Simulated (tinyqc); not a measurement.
Against temperature: two-band model of a narrow-gap semiconductor with electrons and holes. Computed by tinyqc, a small Python program. Command: `OMP_NUM_THREADS=1 python tinyqc.py 3025984 3025985 out.jsonl bipolar walk`. One thread of a shared host (Intel(R) Xeon(R) Processor @ 2.30GHz), about 0.06 s of CPU time with the checks.

Two parabolic bands with acoustic scattering (r = -1/2, a = 0), a gap that does not change with T, and fully ionised dopants. Melting is ignored, so values above the melting point are formal, and kappa_L does not change with T. eta_n = (E_F - E_c)/(k_B T), eta_p = -eta_n - E_g/(k_B T).

Inputs (values chosen for the exercise, modelled on germanium):

| quantity | value | unit |
|---|---|---|
| electron mass m_n | 0.56 | m_0 |
| hole mass m_p | 0.37 | m_0 |
| electron mobility parameter mu_300,n | 3200 | cm^2/(V s) |
| hole mobility parameter mu_300,p | 1600 | cm^2/(V s) |
| temperature exponent p | 1.5 | - |
| band gap E_g | 0.68 | eV |
| net doping N | 3.3e+17 | 1/cm^3 |
| lattice thermal conductivity kappa_L | 39 | W/(m K) |

Doping: p-type.

Constants: k_B = 8.617333262e-05 eV/K; m_0 = 9.1093837015e-31 kg; k_B = 1.380649e-23 J/K; hbar = 1.054571817e-34 J s; e = 1.602176634e-19 C.

Method:
- With x = E/(k_B T), a = alpha k_B T (0 for a parabolic band), G = x (1 + a x), D = 1 + 2 a x and <y> = int y f (1 - f) dx, f = 1/(1 + exp(x - eta)): tau = tau_0 G^r/D; transport function s = G^(3/2 + r)/D^2; n = N_0 <G^(3/2)> with N_0 = (2 m k_B T)^(3/2)/(3 pi^2 hbar^3).
- Integrals over x = E/(k_B T) use 160 Gauss-Legendre points in u = sqrt(x) from 0 to sqrt(max(eta, 0) + 32).
- sigma = e mu_0 N_0 <s> with mu_0 = e tau_0/m = mu_300 (T/300 K)^(-p); |S| = (k_B/e)(<x s>/<s> - eta); Lorenz number L = (k_B/e)^2 (<x^2 s>/<s> - (<x s>/<s>)^2); kappa_e = L sigma T; zT = S^2 sigma T/(kappa_L + kappa_e).
- Neutrality: p - n = N, with n = N_0(m_n) <x^(3/2)> at eta_n and p = N_0(m_p) <x^(3/2)> at eta_p.
- Both bands together (these totals replace the one-band zT): sigma = sigma_n + sigma_p; S = (sigma_p |S_p| - sigma_n |S_n|)/sigma; kappa_bip = (sigma_n sigma_p/sigma)(|S_n| + |S_p|)^2 T; kappa_e = (L_n sigma_n + L_p sigma_p) T; zT = S^2 sigma T/(kappa_L + kappa_e + kappa_bip); weak-field R_H = (r_p sigma_p^2/p - r_n sigma_n^2/n)/(e sigma^2), where the Hall factors r_n and r_p are <x^(3/2)> <x^(1/2)>/<s>^2.

The same sample:

| T (K) | n (1/cm^3) | p (1/cm^3) | sigma (S/cm) | S (microvolt/K) | kappa_bip (W/(m K)) | zT | R_H (cm^3/C) |
|---|---|---|---|---|---|---|---|
| 150 | 3.0186e-04 | 3.3000e+17 | 175.81 | 329.53 | 1.1787e-19 | 0.007335 | 22.071 |
| 200 | 3.7604e+02 | 3.3000e+17 | 115.12 | 366.00 | 7.4908e-14 | 0.007901 | 22.142 |
| 250 | 1.9847e+06 | 3.3000e+17 | 82.73 | 394.47 | 2.3678e-10 | 0.008245 | 22.181 |
| 300 | 6.6489e+08 | 3.3000e+17 | 63.10 | 417.81 | 5.2561e-08 | 0.008467 | 22.205 |
| 350 | 4.5433e+10 | 3.3000e+17 | 50.16 | 437.58 | 2.5512e-06 | 0.008614 | 22.220 |
| 400 | 1.1392e+12 | 3.3000e+17 | 41.11 | 454.72 | 4.7797e-05 | 0.008712 | 22.231 |
| 500 | 1.1544e+14 | 3.3012e+17 | 29.49 | 482.22 | 3.0085e-03 | 0.008786 | 22.175 |
| 600 | 2.7526e+15 | 3.3275e+17 | 22.99 | 482.07 | 4.8452e-02 | 0.008206 | 20.644 |
| 750 | 6.3185e+16 | 3.9319e+17 | 25.30 | 215.53 | 5.4821e-01 | 0.002227 | 3.778 |
| 900 | 3.5864e+17 | 6.8864e+17 | 52.06 | -66.69 | 1.4207e+00 | 0.000515 | -2.796 |
| 1050 | 1.0137e+18 | 1.3437e+18 | 98.95 | -140.39 | 2.4617e+00 | 0.004920 | -1.764 |
| 1200 | 2.1106e+18 | 2.4406e+18 | 159.75 | -156.00 | 3.7196e+00 | 0.010848 | -1.000 |

What does the comparison show, and why?

Among the rows where S keeps the majority sign, zT is largest at 500 K and |S| at 500 K. Among these rows sigma is least at 600 K; at higher T thermal pairs outweigh the falling mobility. R_H changes sign between 750 and 900 K. S changes sign between 750 and 900 K. kappa_bip reaches 3.72 W/(m K) at the last row, 0.0954 times kappa_L.

Extremes, crossings and ranges named in words are read from the listed rows.
